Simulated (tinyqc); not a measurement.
Inside a calculation. Model: input admittance of a MOSFET at zero drain bias: distributed channel and distributed gate.

Program tinyqc, `OMP_NUM_THREADS=1 python tinyqc.py 2262165 2262166 out.jsonl`; Intel Xeon 2.30GHz, shared host, one thread, about 0.01 s. Printed values are rounded.

Source and drain grounded, strong inversion, w = 2 pi f, Cox = eps0 eox/tox. The channel is an RC line of resistance 1/(mu Cox Vo) per square fed from both ends, so one finger has the intrinsic admittance y = i w Cox L tanh(g)/g per width, g = (1/2) sqrt(i w tau), tau = L^2/(mu Vo). The vertical resistance rv/L is in series with y, the overlaps 2 i w Cov in parallel: y_t = 1/(1/y + rv/L) + 2 i w Cov. The gate strip is a line of Rsh/L per length loaded by y_t, so a finger has Y = y_t Wf tanh(k)/k, k = (Wf/sd) sqrt(y_t Rsh/L); the device has Nf Y.

Parameters, values chosen for the exercise; values of the order met in silicon radio-frequency transistors: relative permittivity of the gate insulator (close to silicon dioxide) eox = 3.9; insulator thickness tox = 7.7 nm; channel length L = 0.23 um; finger width Wf = 5.9 um; number of fingers Nf = 64; channel mobility mu = 220 cm^2/(V s); gate overdrive Vo = 0.53 V; sheet resistance of the gate Rsh = 35 ohm/square; vertical resistivity of the gate stack rv = 4.5 ohm um^2; number of ends at which a finger is contacted sd = 1; overlap and fringe capacitance on each side Cov = 0.4 fF/um; frequency f = 5.9 GHz.

Constants: eps0 = 8.8541878128e-14 F/cm where lengths are in cm. Results are converted to the units shown.

## Low-frequency resistances and capacitance

Low-frequency limits, with c = Cox L and ct = c + 2 Cov: R_strip = Rsh Wf/(3 sd^2 L Nf), R_ch = (c/ct)^2 L/(12 mu Cox Vo Wf Nf), R_vert = (c/ct)^2 rv/(L Wf Nf), C = ct Wf Nf.

parts (ohm): strip 4.676178, channel 0.3078943, vertical 0.01643467
sum = 5.000507 ohm
C = 691.5576 fF
1/(2 pi R C) = 46.02331 GHz

The strip term is the largest, 93.5 % of the sum.

## Admittance of the channel and stack per width

tau, g, c = Cox L, y and y_t as defined.

tau = 4.536878 ps
g = 0.1449938+0.1449938i
c = 1.031455 fF/um
y = 0.53575+38.22786i uS/um
y_t = 0.56434+67.88367i uS/um

w tau = 0.168, and Im y is 1.00 of w c.

## Input impedance of the device

k and Y as defined; Z = 1/(Nf Y) = R + 1/(i w C); Q = |Im Z|/R; signal at the point farthest from a contact |1/cosh k|.

k = 0.4257895+0.4222645i
Nf Y = 3.21173+25.15119i mS
R = 4.995716 ohm
C = 689.5273 fF
Q = 7.831031
signal at the far point = 0.9879403

R is 0.096 % below its low-frequency limit and C is 0.29 % below its own.
